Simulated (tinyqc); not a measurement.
Changing the hole prefactor a_p: avalanche multiplication and breakdown of a junction from ionisation integrals. Computed by tinyqc, a small Python program. Command: `OMP_NUM_THREADS=1 python tinyqc.py 3000273 3000274 out.jsonl impact sweep`. One thread of a shared host (Intel(R) Xeon(R) Processor @ 2.30GHz), about 0.02 s of CPU time with the checks.

Ionisation coefficients follow the local field. Position x runs through the depletion layer from the p side (x = 0), where electrons enter, to the n side (x = w), where holes enter. The built-in voltage is neglected.

Inputs (values chosen for the exercise, modelled on GaN): electron prefactor a_n = 4.33e+08 1/cm; electron field b_n = 3.34e+07 V/cm; hole field b_p = 1.51e+07 V/cm; exponent c = 1; permittivity eps = 9.7; doping N of the lightly doped side = 1.1e+16 1/cm^3; bias as a fraction of the breakdown voltage = 0.82.

Junction: one-sided abrupt p+n.

Constants: e = 1.602176634e-19 C; eps_0 = 8.8541878128e-12 F/m.

Method:
- alpha_n = a_n exp(-(b_n/F)^c), alpha_p = a_p exp(-(b_p/F)^c).
- Field F = F_m (1 - s), w = eps eps_0 F_m/(e N), V = F_m w/2, with s = x/w (the peak lies at the p+ side).
- With Phi(x) = int_0^x (alpha_n - alpha_p) dx': 1 - 1/M_n = I_n = int_0^w alpha_n exp(-Phi) dx and M_p = M_n exp(-Phi(w)); trapezoid rule on 401 even points; breakdown at I_n = 1.
- Solve I_n(F_m) = 1.
- Bias V = fraction times the breakdown voltage.
- M_n = 1/(1 - I_n), M_p = M_n exp(-Phi(w)); McIntyre excess noise for the carrier with the larger M, F_x = k M + (1 - k)(2 - 1/M), with k = (smaller M - 1)/(larger M - 1).

One run for each value:
```
hole prefactor a_p (1/cm)  breakdown voltage (V)  effective k  excess noise factor     M_n
1.80e+05                                  2653.8   3.3917e-01               1.7329  2.1280
4.90e+05                                  2447.3   7.6834e-01               1.7322  1.6280
1.30e+06                                  2207.4   1.8468e-01               1.8432  1.3239
3.50e+06                                  1935.0   3.7800e-02               1.9110  1.1464
9.40e+06                                  1657.4   6.7816e-03               1.9447  1.0570
2.50e+07                                  1401.4   1.1153e-03               1.9630  1.0191
6.80e+07                                  1173.9   1.6384e-04               1.9754  1.0053
```

Over the rows, breakdown voltage (V) falls from 2650 to 1170 (exponent d ln y / d ln x -0.081 between the first rows and -0.18 between the last); effective k goes from 0.339 through a maximum among these rows, 0.768 at 490000, to 1.64e-4; excess noise factor goes from 1.73 through a minimum among these rows, 1.73 at 490000, to 1.98. Breakdown needs feedback from both carriers; weakening one raises V_B much less than in proportion but changes the noise. Left out: 68000 (the run failed its checks).

Extremes, crossings and ranges named in words are read from the listed rows.
